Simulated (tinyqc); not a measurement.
# Input admittance of a MOSFET at zero drain bias: distributed channel and distributed gate: what changes with what

Source and drain grounded, strong inversion, w = 2 pi f, Cox = eps0 eox/tox. The channel is an RC line of resistance 1/(mu Cox Vo) per square fed from both ends, so one finger has the intrinsic admittance y = i w Cox L tanh(g)/g per width, g = (1/2) sqrt(i w tau), tau = L^2/(mu Vo). The vertical resistance rv/L is in series with y, the overlaps 2 i w Cov in parallel: y_t = 1/(1/y + rv/L) + 2 i w Cov. The gate strip is a line of Rsh/L per length loaded by y_t, so a finger has Y = y_t Wf tanh(k)/k, k = (Wf/sd) sqrt(y_t Rsh/L); the device has Nf Y.

Values chosen for this exercise; values of the order met in silicon radio-frequency transistors: relative permittivity of the gate insulator (close to silicon dioxide) eox = 3.9; insulator thickness tox = 4.5 nm; channel length L = 0.14 um; finger width Wf = 0.61 um; number of fingers Nf = 4; channel mobility mu = 360 cm^2/(V s); gate overdrive Vo = 0.42 V; sheet resistance of the gate Rsh = 9.6 ohm/square; vertical resistivity of the gate stack rv = 0 ohm um^2; number of ends at which a finger is contacted sd = 2; overlap and fringe capacitance on each side Cov = 0.15 fF/um; frequency f = 24 GHz.

Constants: eps0 = 8.8541878128e-14 F/cm where lengths are in cm. Results are converted to the units shown.

Each table varies one quantity; the others keep the values above.

## Input impedance against frequency

Low-frequency limits, with c = Cox L and ct = c + 2 Cov: R_strip = Rsh Wf/(3 sd^2 L Nf), R_ch = (c/ct)^2 L/(12 mu Cox Vo Wf Nf), R_vert = (c/ct)^2 rv/(L Wf Nf), C = ct Wf Nf. Z = 1/(Nf Y) = R + 1/(i w C), Q = |Im Z|/R, far-point signal |1/cosh k|.

The same in every row: low-frequency R (ohm) = 26.054.

Input impedance against frequency:
```
f (GHz),w tau,|k|,R (ohm),C (fF),Q,signal at the far point
0.2,0.0016290,0.0033191,26.054,3.3533,9108.5,1.0000
0.6,0.0048869,0.0057488,26.054,3.3533,3036.2,1.0000
1,0.0081449,0.0074217,26.054,3.3533,1821.7,1.0000
3,0.024435,0.012855,26.054,3.3533,607.24,1.0000
8,0.065159,0.020992,26.053,3.3533,227.72,1.0000
20,0.16290,0.033189,26.053,3.3531,91.094,0.99999
50,0.40724,0.052460,26.048,3.3520,36.456,0.99996
100,0.81449,0.074109,26.031,3.3483,18.260,0.99985
300,2.4435,0.12693,25.855,3.3088,6.2013,0.99874
```

R falls from 26.1 to 25.9 ohm and C falls from 3.35 to 3.31 fF. Q goes as f^(-1.00) between the first two rows and f^(-0.98) between the last two, where w tau = 2.44 and |k| = 0.127. The low-frequency limits hold both R and C within 5 % up to f = 300 GHz among the rows.

## Effect of the channel length

Same model as above.

Effect of the channel length:
```
L (um),w tau,|k|,R (ohm),low-frequency R (ohm),C (fF),Q,signal at the far point
0.03,0.008976,0.04879,5.731,5.731,1.294,894.4,1.000
0.058,0.03355,0.04159,8.196,8.196,1.818,445.1,1.000
0.11,0.1207,0.03742,18.73,18.73,2.792,126.8,1.000
0.22,0.4827,0.03487,47.23,47.24,4.849,28.95,1.000
0.42,1.759,0.03337,103.5,103.8,8.548,7.492,0.9999
0.8,6.383,0.03038,209.6,214.2,14.76,2.144,0.9998
1.6,25.53,0.02117,354.6,448.9,18.07,1.035,0.9998
3,89.76,0.01508,362.8,860.5,16.78,1.089,0.9999
```

As L goes from 0.03 to 3, R rises from 5.73 to 363 ohm, C goes from 1.29 through a maximum of 18.1 (at L = 1.6 among the rows listed) to 16.8 fF and Q goes from 894 through a minimum of 1.03 (at L = 1.6 among the rows listed) to 1.09.

Numbers from tinyqc (`OMP_NUM_THREADS=1 python tinyqc.py 2262037 2262038 out.jsonl`; about 0.01 s on one thread of a shared Intel Xeon 2.30GHz).
